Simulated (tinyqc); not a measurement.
# Changing the Ge fraction x

Model: composition and strain of an epitaxial Si(1-x)Ge(x) layer from Raman and X-ray peaks. Computed by tinyqc, a small Python program. Command: `OMP_NUM_THREADS=1 python tinyqc.py 3029765 3029766 out.jsonl epiraman sweep`. One thread of a shared host (Intel(R) Xeon(R) Processor @ 2.30GHz), about 0.01 s of CPU time with the checks.

A (001) layer, biaxially strained in the plane. The Raman peaks follow empirical lines omega = w0 + c1 x + c3 x^3 + b eps (c3 for Si-Ge alone), with eps the in-plane strain.

Inputs (values chosen for the exercise, modelled on silicon-germanium):
```
quantity,value,unit
degree of relaxation R,0,-
lattice constant of Si,5.431,angstrom
lattice constant of Ge,5.658,angstrom
bowing B,0.024,angstrom
2 C12/C11 of Si,0.768,-
2 C12/C11 of Ge,0.753,-
Si-Si: w0,520.8,1/cm
Si-Si: c1,-68,1/cm
Si-Si: strain coefficient b,-698,1/cm
Si-Ge: w0,399.9,1/cm
Si-Ge: c1,24.5,1/cm
Si-Ge: c3,-32.1,1/cm
Si-Ge: strain coefficient b,-596,1/cm
Ge-Ge: w0,280.2,1/cm
Ge-Ge: c1,18.9,1/cm
Ge-Ge: strain coefficient b,-452,1/cm
X-ray wavelength,1.540598,angstrom
```

Substrate: silicon.

Method:
- Relaxed lattice constant a(x) = a_Si + (a_Ge - a_Si) x - B x (1 - x).
- In-plane constant a_par = a_sub + R (a(x) - a_sub); eps = a_par/a(x) - 1; eps_perp = -(2 C12/C11) eps with 2 C12/C11 linear in x; a_perp = a(x) (1 + eps_perp).
- Insert x and eps in the three lines; the strain part is b eps.
- Bragg angle theta = arcsin(2 lambda/a) for (004), for the substrate with a_sub and the layer with a_perp; separation in arc seconds.

One run for each value:
```
Ge fraction x,Si-Si peak (1/cm),Si-Ge peak (1/cm),Ge-Ge peak (1/cm),in-plane strain eps (per mille),"separation, layer less substrate (arcsec)"
0.08,517.5,403.6,283.1,-3.01,-753
0.18,513.3,408.2,286.7,-6.82,-1698
0.29,508.8,412.8,290.7,-11.09,-2743
0.40,504.4,416.8,294.7,-15.42,-3792
0.50,500.3,419.7,298.4,-19.41,-4748
0.60,496.4,421.6,302.1,-23.45,-5707
0.71,492.0,422.5,306.3,-27.96,-6763
0.82,487.7,421.7,310.4,-32.53,-7820
0.92,483.9,419.3,314.2,-36.73,-8783
```

Over the rows, Si-Si peak (1/cm) falls from 517 to 484 (exponent d ln y / d ln x -0.0099 between the first rows and -0.069 between the last); Si-Ge peak (1/cm) goes from 404 through a maximum among these rows, 422 at 0.710, to 419; Ge-Ge peak (1/cm) rises from 283 to 314 (exponent d ln y / d ln x 0.016 between the first rows and 0.11 between the last). Composition and strain both change with x. The Si-Si peak moves by -40.0 per cm per unit x on average, against c1 = -68 without strain: eps moves towards compression as x grows, which offsets part of the fall, in proportion to 1 - R.

Caution (rows 0.0800, 0.180, 0.820, 0.920): near either end one of the like-atom peaks is weak, since its intensity follows the number of such bonds. Caution (rows 0.600, 0.710, 0.820, 0.920): strains above 2 % survive only in layers a few nanometres thick, and the linear relations lose accuracy.

Extremes, crossings and ranges named in words are read from the listed rows.
